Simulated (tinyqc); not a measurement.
Temperatures in a stack of 2 dies with leakage feedback: one step of the calculation.

One-dimensional heat flow to a sink below die 0. The power of each die is released in a plane at its top; from the plane of die j > 0 heat crosses its silicon (ts), a bond layer and the wiring of die j - 1; from die 0 it crosses t0, paste and sink. Copper shares the path through bond and wiring in parallel: k_eff = fm km + (1 - fm) k. Silicon is taken at the temperature of the plane above it. Leakage is P_l exp((T - 350 K)/Tl).

Question. Resistances per area at 300 K. R = thickness/conductivity for each layer.

Inputs (values chosen for the exercise); conductivities of the order met in silicon, wiring layers, bonds and pastes: conductivity of silicon at 300 K k0 = 142 W/(m K); thickness of a thinned die ts = 50 um; thickness of the die next to the sink t0 = 775 um; thickness of the wiring layers tb = 15 um; conductivity of the wiring layers kb = 1.7 W/(m K); thickness of a bond layer tg = 30 um; conductivity of the bond dielectric kg = 0.8 W/(m K); area share of copper through bond and wiring fm = 0.2; conductivity of copper km = 390 W/(m K); paste and lid Rt = 0.19 K cm^2/W; heat sink Rs = 1.18 K cm^2/W.

Wanted: thick die; thinned die; k_eff of the bond; k_eff of the wiring; bond plus wiring; paste plus sink.

Answer.

thick die = 0.05458 K cm^2/W
thinned die = 0.003521 K cm^2/W
k_eff of the bond = 78.64 W/(m K)
k_eff of the wiring = 79.36 W/(m K)
bond plus wiring = 0.005705 K cm^2/W
paste plus sink = 1.370 K cm^2/W

Numbers from tinyqc (`OMP_NUM_THREADS=1 python tinyqc.py 2162036 2162037 out.jsonl`; about 0.03 s on one thread of a shared Intel Xeon 2.30GHz).
